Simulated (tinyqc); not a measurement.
Gain factor and gap resistance from two string resistances.

Problem. At small bit-line voltage each of the 64 cells has the resistance 1/(K x) at overdrive x (no mobility reduction) in series with a gap resistance Rg. Find K, Rg and the share of the gaps at the higher overdrive.

resistance of a string of 64 equal cells at overdrives of 3 and 7.3 V (kohm): [3819.6513, 1886.3882]

Answer. The resistance per cell is a straight line in 1/x with slope 1/K and intercept Rg.

K = 6.50 uA/V^2
Rg = 8.40 kohm
share of the gaps = 28.5 %

tinyqc, about 0.9 s, one thread, Intel Xeon 2.30GHz (shared host): `OMP_NUM_THREADS=1 python tinyqc.py 2142040 2142041 out.jsonl`
